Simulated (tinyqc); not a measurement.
Stretching all distances: RHF, UHF, MP2, CISD and CCSD against full CI in the sto-6g basis, for BeH+, spin multiplicity 1. Computed by the program tinyqc with PySCF. 

Geometry (angstrom):
```
atom       x       y       z
Be    0.0000  0.0000  0.0000
H     0.0000  0.0000  1.2360
```

All coordinates are multiplied by the scale. c0^2 is the weight of the RHF determinant in the lowest singlet FCI state (UHF is spin-contaminated and may lie near states of higher spin) and n(LUMO) the first natural occupation beyond the occupied space.

Full CI energy (hartree) and errors against it (kcal/mol):
```
scale  distance 1-2 (angstrom)     E(FCI)     RHF     UHF     MP2   CISD   CCSD  <S^2> UHF   c0^2  n(LUMO)
0.990                    1.224  -14.83760  11.540  11.540   3.686  0.009  0.007      0.000  0.983    0.023
1.190                    1.471  -14.84026  15.808  15.808   5.652  0.014  0.011      0.000  0.970    0.046
1.390                    1.718  -14.81870  22.293  21.539   8.783  0.023  0.018      0.217  0.944    0.090
1.590                    1.965  -14.79215  30.960  19.200  13.034  0.036  0.029      0.636  0.904    0.165
1.790                    2.212  -14.76859  41.205  13.722  17.941  0.054  0.040      0.806  0.849    0.267
1.990                    2.460  -14.75062  52.109   8.792  22.851  0.073  0.052      0.893  0.781    0.388
2.190                    2.707  -14.73842  62.809   5.186  27.180  0.093  0.061      0.942  0.702    0.515
2.390                    2.954  -14.73096  72.602   2.875  30.439  0.112  0.069      0.970  0.622    0.635
2.590                    3.201  -14.72680  80.996   1.552  32.275  0.127  0.075      0.985  0.551    0.737
```

UHF parts from RHF first at scale 1.39 of those listed, where <S^2> leaves zero. The weight c0^2 goes from 0.98 to 0.55 and n(LUMO) from 0.02 to 0.74: static correlation grows as the bonds break into open-shell fragments. The spread of the error along the curve, which distorts its shape, is CCSD 0.1, CISD 0.1, UHF 20.0, MP2 28.6, RHF 69.5 kcal/mol.
